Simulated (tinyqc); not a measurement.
Undoped symmetric double-gate MOSFET, analytic potential model: one step of the calculation.

An undoped body of thickness ts between two equal insulators and tied gates; long channel, electrons only, n = ni exp((psi - V)/Vt) with V the quasi-Fermi potential (0 at the source, Vd at the drain), constant mobility, no quantisation. Across the body psi(x) = V - 2 Vt ln[(ts/(2 beta)) sqrt(q ni/(2 eps0 eps_r Vt)) cos(2 beta x/ts)], x from the centre. Q is the electron charge per area of the whole body.

Problem. Charges and drain current. beta (between 0 and pi/2) solves (Vg - V0 - V)/(2 Vt) = ln(beta) - ln(cos beta) + 2 r beta tan(beta). Q = 8 eps0 eps_r Vt beta tan(beta)/ts; I = mu (1/L)(4 eps0 eps_r/ts)(2 Vt)^2 [g(beta_s) - g(beta_d)] per width, g = beta tan(beta) - beta^2/2 + r beta^2 tan^2(beta), with beta_s at V = 0 and beta_d at V = Vd.

Parameters, values chosen for the exercise; material values those of a made-up semiconductor: temperature T = 293 K; relative permittivity of the semiconductor eps_r = 15; body thickness ts = 25 nm; channel mobility mu = 170 cm^2/(V s); gate length L = 1 um; drain voltage Vd = 0.8 V.

Constants: q = 1.602176634e-19 C, kB = 1.380649e-23 J/K, Vt = kB T/q, eps0 = 8.8541878128e-14 F/cm where lengths are in cm. Results are converted to the units shown.

beta_s = 0.054099642
beta_d = 7.1455846e-9
r = 0.17715019

Wanted: Qs; Qd; g(beta_s); g(beta_d); I.

Solution.

Qs = 0.3144 nC/cm^2
Qd = 5.479e-15 nC/cm^2
g(beta_s) = 0.001468
g(beta_d) = 2.553e-17
I = 0.001352 uA/um

The term r beta^2 tan^2(beta), which gives the square law, makes up 0.104 % of g at the source.

Program tinyqc, `OMP_NUM_THREADS=1 python tinyqc.py 2440015 2440016 out.jsonl`; Intel Xeon 2.30GHz, shared host, one thread, about 0.01 s.
